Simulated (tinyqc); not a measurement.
From results back to parameters: pi bands of a honeycomb layer in tight binding.

Problem. With nearest hopping t, overlap s0 of neighbours and w the size of the sum of the three phase factors, the levels are -t w/(1 + s0 w) and t w/(1 - s0 w). The levels at Gamma (w = 3) come from hidden t and s0.

levels at Gamma (eV): lower -8.05070, upper 10.75935

Find: t, s0; difference at M (w = 1).

Solution. The reciprocals of the sizes add to 2/(3t) and differ by 2 s0/t.

t, s0: 3.070  0.048

difference at M (w = 1) = 6.154 eV

tinyqc: `OMP_NUM_THREADS=1 python tinyqc.py 1452808 1452809 out.jsonl`; about 0.01 s, one thread, shared Intel(R) Xeon(R) Processor @ 2.30GHz.
